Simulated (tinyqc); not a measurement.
# Doping and barrier from two capacitances

Problem. A Schottky diode on a uniformly doped n-type layer obeys (A/C)^2 = 2 (Vbi - V - Vt)/(q eps0 eps_r Nd) in reverse bias, with phiB = Vbi + Vt ln(Nc/Nd) and image force ignored. Find Nd, Vbi and phiB.

Parameters, values chosen for the exercise; band and dielectric values those of a made-up semiconductor: temperature T = 250 K; relative permittivity eps_r = 10.9; conduction-band density of states at T Nc = 2.6e19 cm^-3; diode area A = 0.0018 cm^2.

Constants: q = 1.602176634e-19 C, kB = 1.380649e-23 J/K, Vt = kB T/q, eps0 = 8.8541878128e-14 F/cm where lengths are in cm. Results are converted to the units shown.

C at V = -0.1 and -6 V (pF): 103.29255  35.191592

Solution. The slope of (A/C)^2 against -V gives Nd, the intercept Vbi - Vt, and the Fermi-level depth Vt ln(Nc/Nd) is added for the barrier.

Nd = 3.300e16 cm^-3
Vbi = 0.6963 V
phiB = 0.8400 eV

Numbers from tinyqc (`OMP_NUM_THREADS=1 python tinyqc.py 2020130 2020131 out.jsonl`; about 0.06 s on one thread of a shared Intel Xeon 2.30GHz).
